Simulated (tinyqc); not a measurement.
## Hot electrons in a saturated n-channel MOSFET, lucky-electron model: effect of the gate voltage

Beyond pinch-off the lateral field grows as Esat cosh(y/l) over the velocity-saturated region (pseudo-two-dimensional model). Impact ionisation in this region gives the substrate current, which biases the body forward through Rsub. Currents are per width. Local-field laws: they overstate ionisation when the field peak is narrower than an energy relaxation length.

Cox = 3.9 eps0/tox, l = sqrt(3 tox xj), Esat = 2 vs/mu. Overdrive g = Vg - VT + kb Vb; Vdsat = g Esat L/(g + Esat L); Id = Cox vs (g - Vdsat); dV = Vd - Id Rd - Vdsat; Em = sqrt((dV/l)^2 + Esat^2); Isub = Id (Ai/Bi) l Em exp(-Bi/Em). Vb = Rsub Isub is solved self-consistently. Lifetime tau = (Hl/Id)(Isub/Id)^(-m); 1 year = 3.15576e7 s.

Inputs (values chosen for the exercise); values close to those of silicon n-channel devices:
- L = 0.25 um (channel length)
- tox = 6.1 nm (oxide thickness)
- xj = 97 nm (junction depth)
- VT = 0.77 V (threshold)
- mu = 430 cm^2/(V s) (effective mobility)
- vs = 8.7e6 cm/s (saturation velocity)
- Ai = 2e6 1/cm (ionisation prefactor)
- Bi = 1.74 MV/cm (ionisation field)
- Rd = 400 ohm um (resistance of the lightly doped drain)
- Rsub = 7700 ohm um (substrate resistance)
- kb = 0.22 (fall of VT per volt of forward body bias)
- m = 2.7 (lifetime exponent)
- Hl = 14000 s uA/um (lifetime constant)
- Vd = 2 V (drain voltage)

Constants: eps0 = 8.8541878128e-14 F/cm where lengths are in cm. Results are converted to the units shown.

Results:
```
Vg (V)  Id (uA/um)  Em (MV/cm)  Isub (uA/um)   Isub/Id  tau (years)
0.92         9.623      0.4445        0.4133   0.04295       0.2264
1.06         32.16      0.4199         1.037   0.03224       0.1469
1.19         61.33      0.4002         1.537   0.02506       0.1521
1.33         99.21      0.3816         1.917   0.01933       0.1896
1.46         138.9      0.3661         2.125   0.01529       0.2547
1.6          185.5      0.3509         2.215   0.01194       0.3720
1.73         231.6      0.3380         2.203  0.009513       0.5507
2            333.7      0.3137         1.978  0.005928        1.370
```

Estimate the missing row, Vg = 1.87 V.

Computed row:
```
Vg (V)  Id (uA/um)  Em (MV/cm)  Isub (uA/um)   Isub/Id  tau (years)
1.87         283.6      0.3250         2.112  0.007449       0.8703
```

With this row back in the table: As Vg goes from 0.92 to 2 V, Em falls from 0.445 to 0.314 MV/cm, Isub goes from 0.413 through a maximum of 2.22 (at Vg = 1.6 V among the rows listed) to 1.98 uA/um and tau goes from 0.226 through a minimum of 0.147 (at Vg = 1.06 V among the rows listed) to 1.37 years. Id grows with Vg while the rising Vdsat lowers the field, hence the bell shape; the peak row has Vg/Vd = 0.80.

Numbers from tinyqc (`OMP_NUM_THREADS=1 python tinyqc.py 2550141 2550142 out.jsonl`; about 0.01 s on one thread of a shared Intel Xeon 2.30GHz).
